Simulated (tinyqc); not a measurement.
The starting point: quasiparticle equation with a plasmon-pole self-energy for two band edges.

For each edge E = e + X + Sc(E), with the correlation part Sc(E) = A[0]/(E - a + w) + A[1]/(E - b - w); a and b are the valence and conduction energies that enter the Green function (a = ev, b = ec in the one-shot scheme). Z = 1/(1 - dSc/dE), dSc/dE = -A[0]/(E - a + w)^2 - A[1]/(E - b - w)^2.

Values chosen for the exercise (scales of the order of those of Ge; the results hold for these values, not for the real material):
```
symbol  value         unit  meaning
ev      0             eV    mean-field valence top
ec      0.1           eV    mean-field conduction edge
w       14.7          eV    pole energy
Av      (34.5, 17.2)  eV^2  weights of the valence state on the hole and electron poles
Ac      (18.2, 36.5)  eV^2  the same for the conduction state
Xv      -1.75         eV    exchange minus the mean-field potential, valence
Xc      1.53          eV    the same, conduction
```

The mean-field gap is opened by d (ev lowered by d/2, ec raised by d/2) and X is changed by the opposite amounts, so that e + X stays; one-shot and G-updated gaps.

Gaps (eV):
```
d    start  one-shot  update G
0.0  0.100    0.7763    0.8296
0.2  0.300    0.7914    0.8296
0.4  0.500    0.8063    0.8296
0.6  0.700    0.8212    0.8296
0.9  1.000    0.8432    0.8296
1.2  1.300    0.8649    0.8296
1.6  1.700    0.8933    0.8296
```

What can be read from this table?

The one-shot gap moves by a fraction 0.07 of any change of the starting gap, while the updated gap, 0.8296 eV, does not depend on it. The two agree where the start already equals the result, near d = 0.73 eV. A real change of starting point alters the orbitals and the screening too; this model holds both fixed.

Computed by tinyqc, a small Python program: `OMP_NUM_THREADS=1 python tinyqc.py 1880614 1880615 out.jsonl` (the numbers bound the seed that draws the inputs); one thread of a shared host (Intel(R) Xeon(R) Processor @ 2.30GHz), about 0.01 s for the whole set of steps.
